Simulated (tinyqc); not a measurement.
# Worked calculation: threshold switch as oscillator and as selector in a crossbar

tinyqc, about 0.01 s, one thread, Intel Xeon 2.30GHz (shared host): `OMP_NUM_THREADS=1 python tinyqc.py 2490131 2490132 out.jsonl` Printed values are rounded.

Off state: I = Ith sinh(V/V0)/sinh(Vth/V0) up to Vth. On state: V = Vh + I Ron down to the holding current Ih, at Vl = Vh + Ih Ron. Switching is instantaneous.

Inputs (values chosen for the exercise); values of the order of Ge-Sb-Te and related chalcogenides: threshold voltage Vth = 2.6 V; holding voltage Vh = 1.11 V; on-state resistance Ron = 0.39 kohm; current at threshold Ith = 0.22 uA; voltage scale of the off-state sinh V0 = 0.27 V; holding current Ih = 30 uA; capacitance across the switch C = 110 fF; rows and columns of the array N = 1024; supply voltage Vs = 3.36 V; load resistance RL = 120 kohm.

Range of the model: Delay times, drift of Vth and line resistance are left out.

## Relaxation oscillation

With a load RL from Vs and C across the switch, it oscillates if the load line misses both branches: (Vs - Vl)/Ih < RL < (Vs - Vth)/Ith. Charging without leakage takes RL C ln[(Vs - Vl)/(Vs - Vth)]; discharging takes (RL || Ron) C ln[(Vth - Ve)/(Vl - Ve)], Ve = (Vs Ron + Vh RL)/(Ron + RL).

Vl = 1.12170 V
smallest RL = 74.61 kohm
largest RL = 3454.55 kohm
charging time = 14.2580 ns
Ve = 1.11729 V
discharging time = 0.248762 ns
frequency = 68.9332 MHz

With the off-state leakage included the charging takes 14.36 ns, 0.73 % above this value.

## Leakage in a crossbar

In an N x N array driven at Vs, the V/2 scheme puts Vs/2 on 2 (N - 1) cells; the V/3 scheme puts Vs/3 on all N^2 - 1 others, N - 1 of them on the selected row. Row leakage is (N - 1) I; wasted power is the number of cells times V I.

I at Vs/2 = 7.28791 nA
row leakage, V/2 = 7.45553 uA
wasted power, V/2 = 25.0506 uW
I at Vs/3 = 0.915666 nA
row leakage, V/3 = 0.936727 uA
wasted power, V/3 = 1075.36 uW

The V/3 scheme cuts the row leakage by 7.96 and raises the wasted power by a factor of 42.9.
